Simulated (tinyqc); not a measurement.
One point for the whole zone: special k points of the fcc lattice.

Lattice vectors in units of a: a1 = (0, 1/2, 1/2), a2 = (1/2, 0, 1/2), a3 = (1/2, 1/2, 0); reciprocal vectors b_i with a_i . b_j = 2 pi delta_ij. Mesh: k = sum_i f_i b_i with f_i = (2 j_i + shift)/(2 N), j_i = 0 .. N-1. The point group of the lattice has 48 operations; only those that map the mesh onto itself are used.

A_m(k) = sum over the m-th star of lattice vectors R of cos(k . R), stars in order of length: m = 1: |R|^2 = 0.5, 12 vectors, such as (1, 0, 0) in the basis a_i; m = 2: |R|^2 = 1, 6 vectors, such as (1, 1, -1) in the basis a_i; m = 3: |R|^2 = 1.5, 24 vectors, such as (2, 0, -1) in the basis a_i; m = 4: |R|^2 = 2, 12 vectors, such as (2, 0, 0) in the basis a_i; m = 5: |R|^2 = 2.5, 24 vectors, such as (2, 1, -1) in the basis a_i; m = 6: |R|^2 = 3, 8 vectors, such as (3, -1, -1) in the basis a_i. The zone mean of every A_m is zero.

Test function, the lower band of a two-band insulator: E(k) = -sqrt(D^2 + (e0 - t A_1(k))^2).

Parameters, chosen for this exercise: D = 1.6 eV (half gap term); t = 0.25 eV (coupling); e0 = 0.87 eV (offset).

The mean-value (Baldereschi) point is taken at k = (2 pi/a) (0.6223, 0.2953, 0), that is f = (0.1477, 0.3111, 0.4588); the reference is the mesh with N = 24.

Single points:
```
point,A_1,A_2,A_3,A_4,E (eV)
Gamma,12.000,6.000,24.000,12.000,-2.6640
mean-value point,0.000,0.000,-4.405,-3.192,-1.8212
zone-face centre b1/2,0.000,-6.000,0.000,12.000,-1.8212
```

reference mean = -1.9982 eV

The mean-value point makes A_1 and A_2 vanish. Its error is +177 meV, against -666 meV at Gamma and +177 meV at b1/2. E is not linear in A_1; its powers hold sums of nearest vectors and a non-zero mean, so this point is not exact. A_1 has the same value at b1/2, and E depends on A_1 alone, so this test cannot tell the two points apart.

(tinyqc, `OMP_NUM_THREADS=1 python tinyqc.py 1650261 1650262 out.jsonl`, Intel(R) Xeon(R) Processor @ 2.30GHz, 1 thread, shared host, about 0.1 s.)
